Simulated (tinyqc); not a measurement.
## Octagonal on-chip spiral inductor, lumped pi model: effect of the substrate resistivity

Outer diameter do = di + 2 n wd + 2 (n - 1) sp, mean da = (do + di)/2, fill p = (do - di)/(do + di), length l = 3.314 n da. L = 2.25 mu0 n^2 da/(1 + 3.55 p), mu0 = 4 pi 1e-7 H/m. Rs = rho l/(wd delta (1 - exp(-th/delta))), delta = sqrt(rho/(pi f mu0)). Cs = n wd^2 eps0 eo/hu across the coil. At each end Cox = l wd eps0 eo/(2 ho) leads to the substrate branch Rsi = 2 rs he/(l wd) in parallel with Csi = l wd eps0 11.7/(2 he). With one end grounded Y = 1/(Rs + i w L) + i w Cs + 1/[1/(i w Cox) + 1/(1/Rsi + i w Csi)], w = 2 pi f; Q = -Im Y/Re Y. Eddy currents in neighbouring turns and in the substrate are left out.

Peak Q and its frequency from a search over f; self-resonance where Im Y = 0; Q at the given f (negative beyond resonance).

Parameters, values chosen for the exercise; values of the order met in silicon radio-frequency processes: number of turns n = 4.5; line width wd = 10 um; space between turns sp = 2 um; inner diameter di = 100 um; metal thickness th = 3 um; metal resistivity rho = 3 uohm cm; oxide below the coil ho = 8.8 um; oxide between coil and underpass hu = 0.7 um; relative permittivity of the oxide eo = 3.9; effective spreading depth in the substrate he = 50 um; frequency f = 5.3 GHz.

Constants: eps0 = 8.8541878128e-12 F/m. Results are converted to the units shown.

The same in every row: L (nH) = 3.930; do (um) = 204.0.

Effect of the substrate resistivity:
```
rs (ohm cm)  peak Q  f of the peak (GHz)  self-resonance (GHz)  Q at f
0.1           14.89                4.617                 9.828   14.61
1             13.53                3.852                 9.900   11.87
3             12.22                3.256                 10.43   8.750
10            10.78                2.763                 12.37   6.968
30            10.96                3.315                 13.00   9.634
100           14.02                4.825                 13.09   13.94
1000          17.45                6.067                 13.09   17.23
10000         17.98                6.250                 13.09   17.64
```

What does the comparison show?

As rs goes from 0.1 to 10000, L stays at 3.93 nH, the peak Q goes from 14.9 through a minimum of 10.8 (at rs = 10 among the rows listed) to 18.0, its frequency goes from 4.62 through a minimum of 2.76 (at rs = 10 among the rows listed) to 6.25 GHz and the self-resonance rises from 9.83 to 13.1 GHz. In this model both a very low and a very high resistivity dissipate little: the first shorts the branch to a pure Cox, the second blocks the current. For rs = 0.1, 1 eddy currents in the substrate, left out, would lower Q markedly.

tinyqc, about 0.01 s, one thread, Intel Xeon 2.30GHz (shared host): `OMP_NUM_THREADS=1 python tinyqc.py 2302141 2302142 out.jsonl`
